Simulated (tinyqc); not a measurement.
Worked calculation: FCI on RHF in the sto-3g basis, for H4, spin multiplicity 1. Computed by tinyqc, a small Python program that keeps every step (integrals from PySCF). Settings: charge = 0, multiplicity = 1, basis = sto-3g, method = RHF, energy threshold = 1e-10, iteration cap = 73, orthogonalisation = canonical, start = atomic densities, DIIS depth = 6, ci = FCI, davidson = 1. Command: `OMP_NUM_THREADS=1 python tinyqc.py 28308 28309 out.jsonl` (the two numbers bound the seeds that draw the settings). One thread of a shared host (Intel(R) Xeon(R) Processor @ 2.60GHz), about 0.08 s of CPU time with the checks. The early iterations of the SCF are left out here.

## One-electron integrals

Geometry (angstrom):
```
atom         x         y         z
H     0.000000  0.000000  0.000000
H     0.000000  0.000000  1.136000
H     0.000000  2.405000  0.000000
H     0.000000  2.405000  1.136000
```

Basis sto-3g: exponents (1/bohr^2) and contraction coefficients of normalised primitives:
```
element  l (shell)  exponent  coefficient
H            s (1)  3.425251     0.154329
H            s (1)  0.623914     0.535328
H            s (1)  0.168855     0.444635
```

Overlap, kinetic and nuclear-attraction integrals over the contracted functions; the nuclear repulsion is the sum of Za Zb / Rab.

nuclear repulsion = 1.76962217 hartree

overlap S:
```
          1H 1s     2H 1s     3H 1s     4H 1s
1H 1s  1.000000  0.420148  0.059051  0.036468
2H 1s  0.420148  1.000000  0.036468  0.059051
3H 1s  0.059051  0.036468  1.000000  0.420148
4H 1s  0.036468  0.059051  0.420148  1.000000
```

kinetic energy T (hartree):
```
           1H 1s      2H 1s      3H 1s      4H 1s
1H 1s   0.760032   0.068320  -0.011146  -0.009537
2H 1s   0.068320   0.760032  -0.009537  -0.011146
3H 1s  -0.011146  -0.009537   0.760032   0.068320
4H 1s  -0.009537  -0.011146   0.068320   0.760032
```

nuclear attraction V (hartree):
```
           1H 1s      2H 1s      3H 1s      4H 1s
1H 1s  -2.103039  -0.810647  -0.094677  -0.060077
2H 1s  -0.810647  -2.103039  -0.060077  -0.094677
3H 1s  -0.094677  -0.060077  -2.103039  -0.810647
4H 1s  -0.060077  -0.094677  -0.810647  -2.103039
```

core Hamiltonian H = T + V (hartree):
```
           1H 1s      2H 1s      3H 1s      4H 1s
1H 1s  -1.343007  -0.742327  -0.105823  -0.069613
2H 1s  -0.742327  -1.343007  -0.069613  -0.105823
3H 1s  -0.105823  -0.069613  -1.343007  -0.742327
4H 1s  -0.069613  -0.105823  -0.742327  -1.343007
```

## Two-electron integrals

Functions are numbered as in S; the eight-fold symmetry (ij|kl) = (ji|kl) = (kl|ij) leaves the list below.

Two-electron integrals (ij|kl) in chemists' order, unique and non-zero (hartree):
```
(11|11) 0.774606   (21|11) 0.251027   (21|21) 0.109252   (22|11) 0.436033
(22|21) 0.251027   (22|22) 0.774606   (31|11) 0.024888   (31|21) 0.009291
(31|22) 0.018614   (31|31) 0.001699   (32|11) 0.013386   (32|21) 0.006021
(32|22) 0.014356   (32|31) 0.000957   (32|32) 0.000631   (33|11) 0.219878
(33|21) 0.089514   (33|22) 0.198905   (33|31) 0.024888   (33|32) 0.014356
(33|33) 0.774606   (41|11) 0.014356   (41|21) 0.006021   (41|22) 0.013386
(41|31) 0.000957   (41|32) 0.000622   (41|33) 0.013386   (41|41) 0.000631
(42|11) 0.018614   (42|21) 0.009291   (42|22) 0.024888   (42|31) 0.001273
(42|32) 0.000957   (42|33) 0.018614   (42|41) 0.000957   (42|42) 0.001699
(43|11) 0.089514   (43|21) 0.038380   (43|22) 0.089514   (43|31) 0.009291
(43|32) 0.006021   (43|33) 0.251027   (43|41) 0.006021   (43|42) 0.009291
(43|43) 0.109252   (44|11) 0.198905   (44|21) 0.089514   (44|22) 0.219878
(44|31) 0.018614   (44|32) 0.013386   (44|33) 0.436033   (44|41) 0.014356
(44|42) 0.024888   (44|43) 0.251027   (44|44) 0.774606
```

## Orthogonalisation

S = U s U^T; canonical form X = U s^(-1/2), so that X^T S X = 1. Each column of U has its largest component positive (the first on a tie).

eigenvalues of S: 0.557268  0.602435  1.324629  1.515667

X:
```
               1          2          3         4
1H 1s   0.669789   0.644191   0.434433  0.406133
2H 1s  -0.669789  -0.644191   0.434433  0.406133
3H 1s  -0.669789   0.644191  -0.434433  0.406133
4H 1s   0.669789  -0.644191  -0.434433  0.406133
```

## Iteration 3 (converged): orbitals

converged F (hartree):
```
           1H 1s      2H 1s      3H 1s      4H 1s
1H 1s  -0.204516  -0.424136  -0.045859  -0.037791
2H 1s  -0.424136  -0.204516  -0.037791  -0.045859
3H 1s  -0.045859  -0.037791  -0.204516  -0.424136
4H 1s  -0.037791  -0.045859  -0.424136  -0.204516
```

Diagonalise F' = X^T F X, C = X C', fill 2 alpha and 2 beta electrons from the bottom; D = 2 C_occ C_occ^T. Each column has its largest component positive (the first on a tie).

F' = X^T F X (hartree):
```
          1         2          3          4
1  0.408579  0.000000   0.000000   0.000000
2  0.000000  0.351161   0.000000   0.000000
3  0.000000  0.000000  -0.411438   0.000000
4  0.000000  0.000000   0.000000  -0.469960
```

orbital energies (hartree): MO1 -0.469960, MO2 -0.411438, MO3 0.351161, MO4 0.408579

coefficients C:
```
            MO1        MO2        MO3        MO4
1H 1s  0.406133   0.434433   0.644191   0.669789
2H 1s  0.406133   0.434433  -0.644191  -0.669789
3H 1s  0.406133  -0.434433   0.644191  -0.669789
4H 1s  0.406133  -0.434433  -0.644191   0.669789
```

D after iteration 3:
```
           1H 1s      2H 1s      3H 1s      4H 1s
1H 1s   0.707352   0.707352  -0.047576  -0.047576
2H 1s   0.707352   0.707352  -0.047576  -0.047576
3H 1s  -0.047576  -0.047576   0.707352   0.707352
4H 1s  -0.047576  -0.047576   0.707352   0.707352
```

## Convergence

Stop when the energy changes by less than 1e-10 hartree and every element of the error matrix X^T (F D S - S D F) X is below 3e-06.

Course of the cycle:
```
iteration  E (hartree)     change  largest element of the error matrix
1          -1.33224297          -                             1.74e-16
2          -2.04521295  -7.13e-01                             6.91e-16
3          -2.04521295   0.000000                             2.98e-16
```

PySCF RHF in the same basis = -2.04521295 hartree

Converged in 3 iterations.

## Integrals over molecular orbitals

(pq|rs) = sum C_ip C_jq C_kr C_ls (ij|kl), one index at a time.

one-electron integrals over orbitals h = C^T H C (hartree):
```
           1          2          3          4
1  -1.491602   0.000000   0.000000   0.000000
2   0.000000  -1.441836   0.000000   0.000000
3   0.000000   0.000000  -1.057193   0.000000
4   0.000000   0.000000   0.000000  -1.012923
```

Two-electron integrals over orbitals (pq|rs), unique and non-zero (hartree):
```
(11|11) 0.403790   (21|21) 0.196699   (22|11) 0.407276   (22|22) 0.412546
(31|31) 0.105546   (32|32) 0.098288   (33|11) 0.400683   (33|22) 0.405411
(33|33) 0.413444   (41|32) 0.096708   (41|41) 0.095159   (42|31) 0.109226
(42|42) 0.113557   (43|21) 0.197967   (43|43) 0.214130   (44|11) 0.404721
(44|22) 0.410389   (44|33) 0.418302   (44|44) 0.423796
```

## FCI: determinants and Hamiltonian

Hartree-Fock energy = -2.04521295 hartree

Slater-Condon rules over spin orbitals, with the nuclear repulsion added and E(HF) subtracted on the diagonal. Only determinants linked to the reference directly or through others are kept (one block of an abelian symmetry group), so some states are absent.

Occupation strings over the orbitals (2 doubly, a alpha, b beta, 0 empty; spin orbitals ordered 1a 1b 2a 2b ...): 2200 aabb 2020 abab 2002 abba baab 0220 baba 0202 bbaa 0022

H - E(HF) between determinants (hartree):
```
           2200       aabb       2020       abab       2002       abba       baab       0220
2200   0.000000  -0.012519   0.098288  -0.096708   0.113557   0.109226   0.109226   0.105546
aabb  -0.012519   0.847233   0.096708  -0.098288  -0.109226  -0.113557  -0.105546  -0.109226
2020   0.098288   0.096708   0.926121   0.101259   0.214130  -0.197967  -0.197967   0.196699
abab  -0.096708  -0.098288   0.101259   1.038959   0.197967  -0.214130  -0.196699   0.197967
2002   0.113557  -0.109226   0.214130   0.197967   1.061936  -0.088740  -0.088740   0.000000
abba   0.109226  -0.113557  -0.197967  -0.214130  -0.088740   1.064616   0.000000  -0.088740
baab   0.109226  -0.105546  -0.197967  -0.196699  -0.088740   0.000000   1.064616  -0.088740
0220   0.105546  -0.109226   0.196699   0.197967   0.000000  -0.088740  -0.088740   1.067834
baba  -0.096708  -0.095159   0.101259   0.000000   0.197967  -0.196699  -0.214130   0.197967
0202   0.095159   0.096708   0.000000   0.101259   0.196699  -0.197967  -0.197967   0.214130
bbaa  -0.012519   0.000000   0.096708  -0.095159  -0.109226  -0.105546  -0.113557  -0.109226
0022   0.000000  -0.012519   0.095159  -0.096708   0.105546   0.109226   0.109226   0.113557

           baba       0202       bbaa       0022
2200  -0.096708   0.095159  -0.012519   0.000000
aabb  -0.095159   0.096708   0.000000  -0.012519
2020   0.101259   0.000000   0.096708   0.095159
abab   0.000000   0.101259  -0.095159  -0.096708
2002   0.197967   0.196699  -0.109226   0.105546
abba  -0.196699  -0.197967  -0.105546   0.109226
baab  -0.214130  -0.197967  -0.113557   0.109226
0220   0.197967   0.214130  -0.109226   0.113557
baba   1.038959   0.101259  -0.098288  -0.096708
0202   0.101259   1.156100   0.096708   0.098288
bbaa  -0.098288   0.096708   0.847233  -0.012519
0022  -0.096708   0.098288  -0.012519   1.756791
```

## FCI: roots

Diagonalise (each vector has its largest component positive (the first on a tie)); all determinants have Ms = 0, so triplets appear too. The lowest singlet root is the correlation energy.

lowest roots of this matrix, relative to E(HF) (hartree): -0.092507  0.427877  0.434683  0.846864  0.858963  1.030368  1.043793  1.073576

lowest vectors:
```
         root 1     root 2    root 3     root 4
2200   0.952191   0.006881  0.000000   0.000000
aabb   0.005508  -0.283685  0.408248   0.706449
2020  -0.116484   0.518749  0.000000   0.000000
abab   0.103531   0.139442  0.408248   0.013967
2002  -0.111814  -0.430597  0.000000   0.000000
abba  -0.109040   0.144243  0.408248   0.027109
baab  -0.109040   0.144243  0.408248  -0.027109
0220  -0.105355  -0.422052  0.000000   0.000000
baba   0.103531   0.139442  0.408248  -0.013967
0202  -0.092852   0.354757  0.000000   0.000000
bbaa   0.005508  -0.283685  0.408248  -0.706449
0022   0.047563  -0.001881  0.000000   0.000000
```

<S^2> of these roots: 0.000000  0.000000  6.000000  2.000000  0.000000  2.000000  0.000000  2.000000

weight of the ground state by excitation level 0, 1, 2, ...: 0.906668  0.000000  0.091069  0.000000  0.002262

## The lowest root by the Davidson method

Start from the reference; add the residual divided by (theta - H_ii), orthogonalised, at each step.

Davidson iterations:
```
iteration  subspace  lowest Ritz value (hartree)  residual norm
1                 1                   0.00000000       2.93e-01
2                 2                  -0.08815986       8.67e-02
3                 3                  -0.09247574       6.58e-03
4                 4                  -0.09250627       6.73e-04
5                 5                  -0.09250664       3.96e-04
6                 6                  -0.09250681       5.84e-05
7                 7                  -0.09250681       2.77e-06
8                 8                  -0.09250681       6.12e-07
9                 9                  -0.09250681       1.82e-16
```
